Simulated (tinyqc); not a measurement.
Vertical double-diffused power MOSFET, components of the on-resistance: one step of the calculation.

Stripe cells of pitch Wp + a, two channels a cell. Current flows through the channels, spreads in the accumulation layer, passes the gap between the p bodies and spreads at 45 degrees into the drift layer below them. Low drain voltage, full ionisation.

Question. Drift layer. Triangular field at breakdown with Ec = Kc N^(1/8): BV = eps0 eps_r Ec^2/(2 q N), so N = (eps0 eps_r Kc^2/(2 q BV))^(4/3); W = 2 BV/Ec; mu = mud (T/300 K)^(-bt); rho = 1/(q mu N); ideal resistance rho W.

Parameters, values chosen for the exercise; bulk values close to those of silicon: temperature T = 350 K; relative permittivity eps_r = 11.7; critical-field constant Kc = 4080 V/cm per (cm^-3)^(1/8); rated breakdown voltage of the drift layer BV = 60 V; drift mobility at 300 K mud = 1210 cm^2/(V s); temperature exponent of the drift mobility bt = 2.

Constants: q = 1.602176634e-19 C, eps0 = 8.8541878128e-14 F/cm where lengths are in cm. Results are converted to the units shown.

Give: N; Ec; W; mu; rho; ideal resistance.

Answer.

N = 8.6500e15 cm^-3
Ec = 0.40067 MV/cm
W = 2.9950 um
mu = 888.98 cm^2/(V s)
rho = 0.81167 ohm cm
ideal resistance = 0.24309 mohm cm^2

Computed by the program tinyqc: `OMP_NUM_THREADS=1 python tinyqc.py 2230021 2230022 out.jsonl`, one thread of a shared Intel Xeon 2.30GHz, about 0.01 s for the whole run.
